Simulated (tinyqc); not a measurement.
Gupta-type many-body potential for a metal: one step, computed by the program tinyqc. Command: `OMP_NUM_THREADS=1 python tinyqc.py 3022943 3022944 out.jsonl gupta walk`. One thread of a shared host (Intel(R) Xeon(R) Processor @ 2.30GHz), about 0.01 s of CPU time with the checks.

E_i = sum_j A exp(-p (r_ij/r0 - 1)) - xi rho_i^gamma, with rho_i = sum_j exp(-2 q (r_ij/r0 - 1)); gamma = 1/2 is the tight-binding second-moment form. The crystal is fcc unless stated; d is the neighbour distance and a fixed number of shells is kept.

Question. Shell terms at equilibrium. fcc shells: d sqrt(k), k = 1..5, with 12, 6, 24, 12, 24 atoms; Omega = d^3/sqrt2. Repulsion and density of one neighbour in each shell, and their sums.

Inputs (values chosen for the exercise, for a model metal):
```
quantity               value      unit
repulsion A            0.307        eV
decay p                 10.4         -
decay q                 3.89         -
reference distance r0  2.775  angstrom
shells kept                1         -
```

neighbour distance d = 2.793163 angstrom

Give: Shells; repulsive energy; density rho.

Answer.

Shells:
```
shell  count  r (angstrom)  repulsion (eV)  density
1         12         2.793          0.2868   0.9504
```

repulsive energy = 3.442 eV

density rho = 11.40
